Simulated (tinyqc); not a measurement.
Inside a calculation: strained quantum well: band edges, subbands and transparency. Values are carried at full precision from step to step, so a last printed digit may differ when a step is redone from the rounded ones.

Growth on (001), barriers unstrained: tr(e) = e (2 - nu2), Z = b e (1 + nu2); Ec = Ev + Eg + ac tr(e), E_HH = Ev + av tr(e) + Z, E_LH = Ev + av tr(e) - Z (coupling to the split-off band left out).

Constants: hbar^2/2m0 = 3.80998211 eV angstrom^2; hc = 1239.841984 eV nm; kB = 8.617333262e-05 eV/K.

Values chosen for the exercise (near those of an InGaAs/InP well; the results hold for these values, not for the real material):
- e = -0.0105 (strain in the plane)
- nu2 = 1.024 (2 C12/C11)
- Eg = 0.565 eV (unstrained gap of the well)
- Ev = -0.574 eV (its valence edge)
- ac = -5.73 eV
- av = 1.05 eV (Ev moves by av tr(e))
- b = -1.86 eV (shear potential)
- Egb = 1.349 eV (gap of the barrier)
- Evb = -0.94 eV (its valence edge)
- L = 106 angstrom (well width)
- me = 0.0368 m0 (electron mass)
- g1 = 15.96 (gamma1)
- g2 = 6.5 (gamma2)
- meb = 0.08 m0
- g1b = 5.08
- g2b = 1.6
- T = 350 K (temperature)
- Br = 2.1 x 1e-4 cm^2/s (two-dimensional radiative coefficient)

## Strained band edges and offsets

Give tr(e), Z, the edges Ec, E_HH, E_LH and the well depths against the barrier.

tr(e) = -0.01025
Z = 0.0395 eV

Ec, E_HH, E_LH (eV): [0.0497, -0.5452, -0.6243]

depths for e, HH, LH (eV): [0.3593, 0.3948, 0.3157]

The well is under compression, which puts HH on top, by 79 meV; the gap becomes 0.5950 eV, +30 meV from the unstrained one.

## Subband edges

Masses along z: me, 1/(g1 - 2 g2) for HH, 1/(g1 + 2 g2) for LH, likewise in the barrier; in the plane me, 1/(g1 + g2) for HH and 1/(g1 - g2) for LH (no mixing, which understates the hole masses away from k = 0). Level n solves k L + 2 atan[(k/m)/(kappa/mb)] = n pi, k = sqrt(m E/c), kappa = sqrt(mb (V - E)/c), c = hbar^2/2m0.

Up to three electron, four HH and two LH levels, on the common energy scale, with their masses in the plane.

Subbands:
```
level   E (eV)  m in the plane
e1      0.0923          0.0368
e2      0.2247          0.0368
hh1    -0.5530          0.0445
hh2    -0.5765          0.0445
hh3    -0.6155          0.0445
lh1    -0.6614          0.1057
hh4    -0.6701          0.0445
lh2    -0.7886          0.1057
```

lowest transition = 0.6454 eV
wavelength hc/E = 1921.2 nm

The top hole level is hh1, so the edge is mainly TE polarised; hh2 lies 23 meV lower, within kT at room temperature, so both polarisations contribute.

## Transparency density

Transparency (Bernard-Duraffourg): Fc - Fv equals the lowest transition energy with n = p, n = sum m/(2 pi c) kB T ln(1 + exp((Fc - E)/kB T)) and p likewise over the listed subbands; c = hbar^2/2m0, 1/angstrom^2 = 1e16/cm^2.

Solve for u = (Fc - e1)/kB T; give n_tr, the share of holes in the top subband and the current e Br n_tr^2 (e = 1.602177e-19 C).

u = 0.519
n_tr = 0.467 x 1e12/cm^2
share = 0.561
current density = 7.3 A/cm^2

For mirror-image bands u = 0 and n_tr = me kB T ln2/(2 pi c) = 0.321 x 1e12/cm^2; the heavier or more numerous hole states raise it by a factor 1.45.

## Checks

- Transparency for equal single subbands against m kB T ln2/(2 pi c): both 0.3743.

Program tinyqc; command `OMP_NUM_THREADS=1 python tinyqc.py 1252588 1252589 out.jsonl`; about 0.01 s on one thread of a shared Intel(R) Xeon(R) Processor @ 2.30GHz.
